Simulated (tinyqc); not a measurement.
Input admittance of a MOSFET at zero drain bias: distributed channel and distributed gate: two steps of the calculation.

Source and drain grounded, strong inversion, w = 2 pi f, Cox = eps0 eox/tox. The channel is an RC line of resistance 1/(mu Cox Vo) per square fed from both ends, so one finger has the intrinsic admittance y = i w Cox L tanh(g)/g per width, g = (1/2) sqrt(i w tau), tau = L^2/(mu Vo). The vertical resistance rv/L is in series with y, the overlaps 2 i w Cov in parallel: y_t = 1/(1/y + rv/L) + 2 i w Cov. The gate strip is a line of Rsh/L per length loaded by y_t, so a finger has Y = y_t Wf tanh(k)/k, k = (Wf/sd) sqrt(y_t Rsh/L); the device has Nf Y.

Values chosen for this exercise; values of the order met in silicon radio-frequency transistors: relative permittivity of the gate insulator (close to silicon dioxide) eox = 3.9; insulator thickness tox = 4 nm; channel length L = 0.25 um; finger width Wf = 5.4 um; number of fingers Nf = 64; channel mobility mu = 420 cm^2/(V s); gate overdrive Vo = 0.73 V; sheet resistance of the gate Rsh = 33 ohm/square; vertical resistivity of the gate stack rv = 0 ohm um^2; number of ends at which a finger is contacted sd = 1; overlap and fringe capacitance on each side Cov = 0.39 fF/um; frequency f = 34 GHz.

Constants: eps0 = 8.8541878128e-14 F/cm where lengths are in cm. Results are converted to the units shown.

Question 1. Low-frequency resistances and capacitance. Low-frequency limits, with c = Cox L and ct = c + 2 Cov: R_strip = Rsh Wf/(3 sd^2 L Nf), R_ch = (c/ct)^2 L/(12 mu Cox Vo Wf Nf), R_vert = (c/ct)^2 rv/(L Wf Nf), C = ct Wf Nf.

Wanted: parts; sum; C; 1/(2 pi R C).

Answer 1.

parts (ohm): strip 3.7125, channel 0.12288, vertical 0
sum = 3.8354 ohm
C = 1015.4 fF
1/(2 pi R C) = 40.865 GHz

The strip term is the largest, 96.8 % of the sum.

Question 2. Input impedance of the device. k and Y as defined; Z = 1/(Nf Y) = R + 1/(i w C); Q = |Im Z|/R; signal at the point farthest from a contact |1/cosh k|.

y_t = 16.69956+626.95723i uS/um

Give: k; Nf Y; R; C; Q; signal at the far point.

Answer 2.

k = 1.113+1.084i
Nf Y = 91.4+128.1i mS
R = 3.692 ohm
C = 905.2 fF
Q = 1.401
signal at the far point = 0.6963

Computed by the program tinyqc: `OMP_NUM_THREADS=1 python tinyqc.py 2262152 2262153 out.jsonl`, one thread of a shared Intel Xeon 2.30GHz, about 0.01 s for the whole run.
